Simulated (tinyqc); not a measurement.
Inside a calculation. Method: UHF in the sto-3g basis, for BeH2, spin multiplicity 1. This run ends on a higher stationary point, not on the lowest solution. Computed by tinyqc, a small Python program that keeps every step (integrals from PySCF). Settings: charge = 0, multiplicity = 1, basis = sto-3g, energy threshold = 1e-09, iteration cap = 65, orthogonalisation = canonical, start = core, DIIS depth = 0, method = UHF, break = 0.4. Command: `OMP_NUM_THREADS=1 python tinyqc.py 28185 28186 out.jsonl` (the two numbers bound the seeds that draw the settings). One thread of a shared host (Intel(R) Xeon(R) Processor @ 2.60GHz), about 0.2 s of CPU time with the checks.

Geometry (angstrom):
```
atom         x          y         z
Be    0.000000   0.000000  0.000000
H     0.000000   1.881000  0.000000
H     0.000000  -1.881000  0.000000
```

Stop when the energy changes by less than 1e-09 hartree and every element of the error matrix X^T (F D S - S D F) X (for each spin) is below 9e-06.

Course of the cycle:
```
iteration   E (hartree)     change  largest element of the error matrix
1          -14.48706668          -                             2.63e-01
2          -15.37040104  -8.83e-01                             6.05e-02
3          -15.39777720  -2.74e-02                             2.07e-02
4          -15.40056713  -2.79e-03                             1.22e-02
5          -15.40153414  -9.67e-04                             7.35e-03
6          -15.40187964  -3.46e-04                             4.41e-03
7          -15.40200379  -1.24e-04                             2.65e-03
8          -15.40204843  -4.46e-05                             1.59e-03
9          -15.40206449  -1.61e-05                             9.52e-04
10         -15.40207027  -5.78e-06                             5.71e-04
11         -15.40207235  -2.08e-06                             3.42e-04
12         -15.40207310  -7.48e-07                             2.05e-04
13         -15.40207337  -2.69e-07                             1.23e-04
14         -15.40207347  -9.69e-08                             7.39e-05
15         -15.40207350  -3.49e-08                             4.43e-05
16         -15.40207351  -1.25e-08                             2.66e-05
17         -15.40207352  -4.51e-09                             1.60e-05
18         -15.40207352  -1.62e-09                             9.57e-06
19         -15.40207352  -5.84e-10                             5.74e-06
```

Can the last value be used, and what does the course show?

No, though the log alone does not show it. Converged in 19 iterations. But the solution lies 0.00022 hartree above the reference: it is another stationary point, not the lowest one. Reruns (cap 100 unless said): DIIS 8: converged in 9 to a higher stationary point; damping 0.5: converged in 41 to a higher stationary point; level shift 0.5: converged in 40 to a higher stationary point; atomic densities as start, DIIS 8: converged in 6 to a higher stationary point. PySCF UHF in the same basis, after a stability check = -15.40229018 hartree.
